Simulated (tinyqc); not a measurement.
Inside a calculation. Method: Hubbard ring of 6 sites. One step of it, computed by the program tinyqc.

Task: Mean-field iteration 2. H(up) = T + U n(down), H(down) = T + U n(up); fill the lowest levels; n(new) = n + mixing (n(out) - n); E = tr T (rho up + rho down) + U sum n_up n_down of the output.

one-body matrix (hopping and site energies) (eV), lower triangle:
```
           1          2          3          4          5         6
1   0.000000
2  -1.840000   0.000000
3   0.000000  -1.840000   0.000000
4   0.000000   0.000000  -1.840000   0.000000
5   0.000000   0.000000   0.000000  -1.840000   0.000000
6  -1.840000   0.000000   0.000000   0.000000  -1.840000  0.000000
```

U = 4.800000 eV

electrons, up and down: 3  3

mixing = 1

n(up) after iteration 1: 1 0.766169, 2 0.233831, 3 0.766169, 4 0.233831, 5 0.766169, 6 0.233831

n(down) after iteration 1: 1 0.233831, 2 0.766169, 3 0.233831, 4 0.766169, 5 0.233831, 6 0.766169

Give: levels, up; levels, down; energy; n(up) after iteration 2; n(down) after iteration 2.

Result:

levels, up (eV): -1.4955  0.1599  0.1599  4.6401  4.6401  6.2955

levels, down (eV): -1.4955  0.1599  0.1599  4.6401  4.6401  6.2955

energy = -7.5240 eV

n(up) after iteration 2: 1 0.7448, 2 0.2552, 3 0.7448, 4 0.2552, 5 0.7448, 6 0.2552

n(down) after iteration 2: 1 0.2552, 2 0.7448, 3 0.2552, 4 0.7448, 5 0.2552, 6 0.7448
